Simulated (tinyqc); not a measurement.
Heavy doping: gap narrowing, degeneracy and the minority density, step by step. Values are carried at full precision from step to step, so a last printed digit may differ when a step is redone from the rounded ones.

Empirical narrowing (Slotboom form, constants chosen for the exercise; published fits of this form give the apparent narrowing, here it is taken as the true one): dEg = E0 [ln(N/N0) + sqrt(ln(N/N0)^2 + C)].

Constants: kB = 8.617333262e-05 eV/K; e^2/(4 pi eps0) = 14.39964547 eV angstrom.

Parameters, chosen for this exercise (gap and densities of states near those of Si at this temperature; narrowing constants near the fits for Si; shifted at random, so the results belong to these values and not to a real crystal):
```
symbol  value     unit    meaning
N       1.2e+19   1/cm^3  ionised donors, equal to the majority density
E0      7.17      meV     narrowing scale
N0      1.1e+17   1/cm^3  onset density
C       0.5               smoothing constant
Nc      3.35e+19  1/cm^3  conduction-band density of states
Eg      1.122     eV      gap
Nv      1.46e+19  1/cm^3  valence-band density of states
T       350       K
eps     11.5              dielectric constant
Mv      6                 majority valleys
```

## Gap narrowing

Evaluate at N.

ln(N/N0) = 4.6922
dEg (empirical fit) = 67.67 meV

Well above N0 each decade of doping adds 2 E0 ln 10 = 33.0 meV.

## Degeneracy of the majority band

F_j(eta) = (1/Gamma(j + 1)) integral_0^infinity x^j dx/(1 + exp(x - eta)), which tends to exp(eta) for eta << 0.

Majority: N = Nc F_1/2(eta), eta the distance of EF beyond the majority band edge in kT. Degeneracy factor gam = F_1/2(eta)/exp(eta). ni0^2 = Nc Nv exp(-Eg/kT); product n p = ni0^2 gam exp(dEg/kT), dEg the true narrowing; apparent narrowing dEa = dEg + kT ln gam; minority density = n p/N.

Solve for eta and form gam.

N/Nc = 0.3582
eta = -0.9006
gam = 0.8816

## Product and minority density

Combine both effects.

ni0 = 1.85e+11 1/cm^3
exp(dEg/kT) = 9.43
dEa = 63.9 meV
sqrt(n p) = 5.33e+11 1/cm^3
minority density = 2.36e+04 1/cm^3

Narrowing multiplies the product by 9.43 and degeneracy by 0.882; together they change the minority density by a factor 8.31 against ni0^2/N.

## Two estimates of the size

Two physical estimates, e2 = e^2/(4 pi eps0), N in 1/angstrom^3: exchange shift at the Fermi level, Ex = (e2/eps) kF/pi with kF = (3 pi^2 N/Mv)^(1/3); screened-pair energy (Lanyon-Tuft), Es = (3/4)(e2/eps) qs with qs^2 = (4 pi e2 N/(eps kT)) F_-1/2(eta)/F_1/2(eta).

Evaluate both at N.

kF = 0.03898 1/angstrom
Ex = 15.54 meV
Es = 70.04 meV

Against the fitted dEg = 67.7 meV, Ex is 0.23 and Es 1.04 times as large; each keeps one mechanism only, and Ex assumes a strongly degenerate gas, while here eta is only -0.90.

## Checks

- Minority density against the Boltzmann occupation of the other band at the narrowed gap (1/cm^3): both 2.365e+04.

tinyqc: `OMP_NUM_THREADS=1 python tinyqc.py 1682568 1682569 out.jsonl`; about 0.01 s, one thread, shared Intel(R) Xeon(R) Processor @ 2.30GHz.
